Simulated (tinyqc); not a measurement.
Length of a molecular wire: coherent transport through a tight-binding bridge. Computed by the program tinyqc. T = Gamma_L Gamma_R |G_1n|^2 with the self-energies of semi-infinite chains.

A uniform bridge between two chains:
```
parameter                        value
site energy (eV)              1.180000
hopping in the bridge (eV)    0.930000
lead hopping (eV)             1.510000
couplings (eV)              0.68, 1.12
E (eV)                        0.210000
```

Transmission against length:
```
sites           T     ln T
2      6.7416e-01  -0.3943
3      7.4141e-01  -0.2992
4      4.2638e-01  -0.8524
5      6.3658e-01  -0.4516
6      7.8081e-01  -0.2474
7      4.3107e-01  -0.8415
8      6.0161e-01  -0.5081
9      8.1770e-01  -0.2013
10     4.3836e-01  -0.8247
```

What does the comparison show, and why?

E lies inside the band of the bridge (|E - e|/2h = 0.522 < 1): T does not decay but oscillates with length, between 0.426 and 0.818 here, as levels of the bridge pass E.
